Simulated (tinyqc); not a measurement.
Power transistor in saturation, electro-thermal loop: effect of the overdrive at 300 K.

One temperature T for the device, T = T0 + Rth P(T), with P(T) = V I0 (T/300 K)^(-al) [1 + kv (T - 300 K)/Vov]^2. The loop gain is Rth dP/dT; a solution is thermally stable when it is below one.

P'(T) = P [-al/T + 2 kv/(Vov + kv (T - 300 K))], G = Rth P'. T is the lowest solution.

Parameters, values chosen for the exercise:

| symbol | value | unit | meaning |
|---|---|---|---|
| T0 | 340 | K | ambient temperature |
| V | 48 | V | drain voltage |
| I0 | 0.14 | A | saturation current at 300 K |
| al | 2.1 |  | exponent of the mobility |
| kv | 2 | mV/K | fall of the threshold with temperature |
| Rth | 18 | K/W | thermal resistance |

Effect of the overdrive at 300 K:

| Vov (V) | T (K) | P (W) | G |
|---|---|---|---|
| 0.3 | 592.0 | 14.00 | 0.2464 |
| 0.4 | 506.3 | 9.241 | 0.1288 |
| 0.6 | 456.0 | 6.444 | -0.02544 |
| 0.9 | 433.8 | 5.213 | -0.1328 |
| 1.3 | 423.1 | 4.618 | -0.1975 |
| 2 | 415.9 | 4.215 | -0.2471 |
| 3 | 411.8 | 3.989 | -0.2771 |

The power at 300 K is held at P0, so Vov acts only through the temperature factor. As Vov goes from 0.3 to 3 V, T falls from 592.0 to 411.8 K, the power falls from 14.0 to 3.99 W and the loop gain falls from 0.246 to -0.277. The gain changes sign between Vov = 0.4 and 0.6 V, where the fall of the threshold and that of the mobility balance. At Vov = 0.3 V T passes 525 K, beyond usual operating limits.

tinyqc, about 0.01 s, one thread, Intel Xeon 2.30GHz (shared host): `OMP_NUM_THREADS=1 python tinyqc.py 2520001 2520002 out.jsonl`
